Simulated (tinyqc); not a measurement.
# Resistance of a tapered via with liner, size effect and interface: effects of single changes

A round via whose diameter grows from db at the bottom as D(z) = db + 2 z/tan(ang). The fill, of diameter D - 2 tl, starts above the bottom liner (thickness fb tl) and has rho = rho0 (1 + ks lam/(D - 2 tl)); the sidewall liner conducts in parallel with it. The bottom liner and the interface are crossed over the full area pi db^2/4. Spreading in the lines above and below is left out.

Values chosen for this exercise; fill metal close to ruthenium:
- db = 15 nm (diameter at the bottom)
- hv = 51 nm (height)
- ang = 86 degrees (sidewall angle)
- rho0 = 7.81 uohm cm (bulk resistivity of the fill)
- lam = 6.64 nm (mean free path of the fill)
- ks = 0.9 (size-effect factor)
- tl = 0.1 nm (liner on the sidewall)
- fb = 0.7 (liner at the bottom over that on the sidewall)
- rl = 340 uohm cm (resistivity of the liner)
- ri = 1.5e-12 ohm cm^2 (interface resistivity at the bottom)
- Sb = 1.5e15 S/m^2 (ballistic conductance per area, about 3/(4 rho0 lam))
- rho2 = 5.18 uohm cm (bulk resistivity of the second fill (close to molybdenum))
- lam2 = 11.1 nm (its mean free path)
- tl2 = 0 nm (its liner)

Each table varies one quantity; the others keep the values above.

## Via resistance against the diameter at the bottom

Slices between z0 = fb tl and hv, evaluated at their midpoints: conductance per length pi/4 [(D - 2 tl)^2/rho + (D^2 - (D - 2 tl)^2)/rl], slice resistance = slice height over that. 2000 slices. R_fill = sum of the slices; R_bottom = rl fb tl/(pi db^2/4); R_interface = ri/(pi db^2/4); ballistic (Sharvin) limit 1/(Sb pi (db - 2 tl)^2/4); ideal cylinder rho0 hv/(pi db^2/4).

Results:
columns A: db (nm); B: R_fill (ohm); C: R_bottom (ohm); D: R_interface (ohm); E: R (ohm); F: ballistic limit (ohm); G: R over ideal cylinder; H: largest part
```
A          B         C         D        E        F        G     H
6     117.40    8.4175    5.3052   131.12   25.233  0.93075  fill
8.3   64.054    4.3988    2.7723   71.225   12.937  0.96752  fill
11    37.663    2.5044    1.5784   41.746   7.2773  0.99602  fill
16    18.417    1.1837   0.74604   20.347   3.4002   1.0271  fill
22    9.9498   0.62610   0.39460   10.971   1.7861   1.0470  fill
42    2.8029   0.17179   0.10827   3.0830  0.48581   1.0723  fill
58    1.4808  0.090081  0.056773   1.6276  0.25408   1.0796  fill
80   0.78228  0.047349  0.029842  0.85947  0.13329   1.0846  fill
```

Estimate the missing row, db = 30 nm.

Computed row:
columns A: db (nm); B: R_fill (ohm); C: R_bottom (ohm); D: R_interface (ohm); E: R (ohm); F: ballistic limit (ohm); G: R over ideal cylinder; H: largest part
```
A        B        C        D       E        F       G     H
30  5.4316  0.33670  0.21221  5.9805  0.95584  1.0613  fill
```

With this row back in the table: R falls from 131 to 0.859 ohm. The fill is the largest part at db = 6 and in all other rows. R goes as db^(-1.88) between the first two rows and db^(-1.99) between the last two; area alone gives -2.

## Via resistance against the height

Same model as above.

2000 slices.

The same in every row: R_bottom (ohm) = 1.347; R_interface (ohm) = 0.8488; ballistic limit (ohm) = 3.875.

Results:
```
hv (nm)  R_fill (ohm)  R (ohm)  R over ideal cylinder  largest part
9               5.178    7.373                  1.854          fill
13              7.212    9.407                  1.637          fill
27              13.25    15.45                  1.295          fill
40              17.71    19.91                  1.126          fill
57              22.36    24.56                 0.9748          fill
83              27.71    29.90                 0.8152          fill
120             33.03    35.23                 0.6643          fill
```

Estimate the missing row, hv = 19 nm.

Computed row:
```
hv (nm)  R_fill (ohm)  R (ohm)  R over ideal cylinder  largest part
19              9.988    12.18                  1.451          fill
```

With this row back in the table: R rises from 7.37 to 35.2 ohm. The fill is the largest part at hv = 9 and in all other rows. The share of the two bottom terms goes from 29.8 to 6.23 %. For hv = 9, 13 the ballistic limit exceeds half of R_fill, so the diffusive model understates R.

## Two fill metals against the diameter

2000 slices. R_fill = sum of the slices; R_bottom = rl fb tl/(pi db^2/4); R_interface = ri/(pi db^2/4). The second fill has rho2, lam2 and tl2 in place of rho0, lam and tl.

Results:
```
db (nm)  R, first fill (ohm)  R, second fill (ohm)  ratio second/first
6                     131.12                99.768             0.76091
8.5                   68.092                50.922             0.74783
17                    18.098                12.966             0.71644
24                    9.2578                6.4926             0.70131
35                    4.4168                3.0329             0.68666
49                    2.2731                1.5360             0.67571
70                    1.1207               0.74675             0.66635
100                  0.55134               0.36339             0.65911
```

Estimate the missing row, db = 12 nm.

Computed row:
```
db (nm)  R, first fill (ohm)  R, second fill (ohm)  ratio second/first
12                    35.358                25.900             0.73251
```

With this row back in the table: The ratio goes from 0.761 to 0.659. The second fill gives the lower R in every row.

Numbers from tinyqc (`OMP_NUM_THREADS=1 python tinyqc.py 2750124 2750125 out.jsonl`; about 0.01 s on one thread of a shared Intel Xeon 2.30GHz).
